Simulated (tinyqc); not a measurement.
Scattering of inversion-layer electrons by surface optical phonons of the gate insulator (remote phonon scattering): one step, computed by the program tinyqc.

One subband with the Fang-Howard envelope; insulator and channel are half-spaces, the gate is far away, and an interlayer only moves the polar surface away by t (its own modes and its permittivity contrast are left out).

Problem. Surface modes and strengths. eps(w) = eps_inf + (eps_0s - eps_i) w1^2/(w1^2 - w^2) + (eps_i - eps_inf) w2^2/(w2^2 - w^2). Surface modes solve eps(w) + eps_s = 0, a quadratic in w^2; the strength of a mode is g = 2/(w d eps/dw). Occupation N = 1/(exp(hbar w/(k_B T)) - 1).

Inputs (values chosen for the exercise, modelled on HfO2 on silicon):
```
quantity                                 value  unit
static constant of the insulator eps_0s     22     -
intermediate constant eps_i               6.52     -
optical constant eps_inf                  5.02     -
hbar omega_TO1                            12.3   meV
hbar omega_TO2                              47   meV
constant of the channel eps_s             11.7     -
temperature T                              350     K
```

Constants: k_B = 8.617333262e-05 eV/K.

Give: hbar omega_SO; strengths g; occupations N; hbar omega g (2 N + 1).

Solution.

hbar omega_SO (meV): 1 16.683, 2 49.196

strengths g: 1 0.024606, 2 0.005529

occupations N: 1 1.3537, 2 0.2433

hbar omega g (2 N + 1) (meV): 1 1.5219, 2 0.4044

The lower mode has the larger hbar omega g N, the prefactor of absorption before the dependence on q: 0.556 and 0.0662 meV.
